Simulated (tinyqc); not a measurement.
Ballistic Schottky-barrier transistor with a two-dimensional channel, WKB contacts: two steps of the calculation.

Source Fermi level 0, drain Fermi level -Vd. Far from the contacts Ec = pn - psi, and the gate moves psi one to one; the band edges relax as exp(-x/lam) from pn at the source and pn - Vd at the drain; Ev = Ec - Eg. A carrier of energy w inside the channel band meets at a contact a barrier of height D (the contact edge beyond the channel edge): T = 1 for w >= D, else exp(-S), S = 4 lam sqrt(m/C) [sqrt(D - w) - sqrt(w) arctan sqrt((D - w)/w)], C = hbar^2/(2 m0). The two contacts combine as Ts Td/(Ts + Td - Ts Td).

Values chosen for this exercise; channel values close to those of a molybdenum disulphide layer: temperature T = 300 K; barrier for electrons at both contacts pn = 0.11 eV; electron mass mn = 0.47 m0; valleys or subbands g = 2; screening length at the contacts lam = 3.2 nm; drain bias Vd = 0.7 V; band shift psi of the channel by the gate ps = 0.28 V; energy of one carrier inside the channel band w0 = 0.13 eV; upper end of the grid wm = 0.46 eV; points of the grid nE = 13.

Constants: q = 1.602176634e-19 C, kB = 1.380649e-23 J/K, hbar = 1.054571817e-34 J s, h = 6.62607015e-34 J s, m0 = 9.1093837015e-31 kg, Vt = kB T/q, hbar^2/(2 m0) = 0.0380998212 eV nm^2. Results are converted to the units shown.

Question 1. Transmission of one of the electrons. S and T at both contacts for w = w0, and the tunnelling distance lam ln(D/w) at the higher barrier.

D for electrons (eV): source 0.28000000, drain -0.42000000

Find: S at the source; S at the drain; combined T; tunnelling distance.

Answer 1.

S at the source = 4.1015
S at the drain = 0
combined T = 0.016548
tunnelling distance = 2.4552 nm

Question 2. Current of the electrons on a coarse grid. I/W = g (2 q^2/h) int T(w) [N(Es + w) - N(Ed + w)] dw with w the energy of motion along the channel, N(y) = (1/2 pi) sqrt(pi m kB T/C) Fm(-y/kB T), Fm(x) = (1/sqrt(pi)) int_0^infinity u^(-1/2)/(1 + exp(u - x)) du. Electrons: Ds = psi, Dd = psi - Vd, Es = Ec, Ed = Ec + Vd. Holes: Ds = -psi, Dd = Vd - psi, Es = -Ev, Ed = -Ev - Vd. The size of each current is taken; both flow from drain to source and add. Simpson's rule on nE equally spaced w from 0 to wm.

Wanted: w; Ts; Td; T; size of the supply difference; current.

Answer 2.

| point | w (eV) | Ts | Td | T | size of the supply difference (1/um) |
|---|---|---|---|---|---|
| 0 | 0.0000 | 4.662e-11 | 1.000 | 4.662e-11 | 456.0 |
| 1 | 0.0383 | 9.070e-6 | 1.000 | 9.070e-6 | 397.9 |
| 2 | 0.0767 | 5.137e-4 | 1.000 | 5.137e-4 | 328.6 |
| 3 | 0.1150 | 0.007305 | 1.000 | 0.007305 | 241.7 |
| 4 | 0.1533 | 0.04911 | 1.000 | 0.04911 | 138.6 |
| 5 | 0.1917 | 0.1973 | 1.000 | 0.1973 | 53.26 |
| 6 | 0.2300 | 0.5241 | 1.000 | 0.5241 | 14.64 |
| 7 | 0.2683 | 0.9337 | 1.000 | 0.9337 | 3.496 |
| 8 | 0.3067 | 1.000 | 1.000 | 1.000 | 0.8031 |
| 9 | 0.3450 | 1.000 | 1.000 | 1.000 | 0.1828 |
| 10 | 0.3833 | 1.000 | 1.000 | 1.000 | 0.04152 |
| 11 | 0.4217 | 1.000 | 1.000 | 1.000 | 0.009428 |
| 12 | 0.4600 | 1.000 | 1.000 | 1.000 | 0.002140 |

current = 186.0 uA/um

Range of the model: No scattering, image-force lowering, channel charge or band-to-band tunnelling; parabolic kappa overstates S deep in the gap.

Numbers from tinyqc (`OMP_NUM_THREADS=1 python tinyqc.py 2390048 2390049 out.jsonl`; about 0.5 s on one thread of a shared Intel Xeon 2.30GHz).
